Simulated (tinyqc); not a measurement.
Junction parameters from two forward currents.

Inverse problem. D(v) = J1 (exp(v/Vt) - 1) + J2 (exp(v/(2 Vt)) - 1). Find J1, J2 and the voltage 2 Vt ln(J2/J1) near which both parts are equal.

Parameters, values chosen for the exercise:
```
symbol  value  unit      meaning
T         330     K  temperature
```

Constants: q = 1.602176634e-19 C, kB = 1.380649e-23 J/K, Vt = kB T/q. Results are converted to the units shown.

junction voltages (V): [0.34, 0.61]
currents (uA/um): [5.1350254e-6, 8.1913112e-4]

Answer. The current is linear in J1 and J2, so two points give two equations.

J1 = 1.10e-13 uA/um
J2 = 1.30e-8 uA/um
crossover = 0.664 V

Computed by the program tinyqc: `OMP_NUM_THREADS=1 python tinyqc.py 2182178 2182179 out.jsonl`, one thread of a shared Intel Xeon 2.30GHz, about 0.2 s for the whole run.
